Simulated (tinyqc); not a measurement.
# True capacitance, leakage and series resistance from two frequencies

Inverse problem. A capacitance C in parallel with G and in series with Rs is measured as Cp and D = Gp/(w Cp) at two frequencies. The series reading Cs = Cp (1 + D^2) equals C + G^2/(w^2 C), and Re Z = D/(w Cp (1 + D^2)) = Rs + G/(G^2 + w^2 C^2). Find C, G and Rs.

f (Hz): [2e5, 6e5]
Cp (pF): [32.4364489, 32.3742703]
D: [0.0298747067, 0.0512908842]

Solution. w^2 Cs = w^2 C + G^2/C is a straight line in w^2 with slope C; the intercept gives G, and the real part then gives Rs.

C = 32.5 pF
G = 0.586 uS
Rs = 380 ohm

Computed by the program tinyqc: `OMP_NUM_THREADS=1 python tinyqc.py 2022114 2022115 out.jsonl`, one thread of a shared Intel Xeon 2.30GHz, about 0.01 s for the whole run.
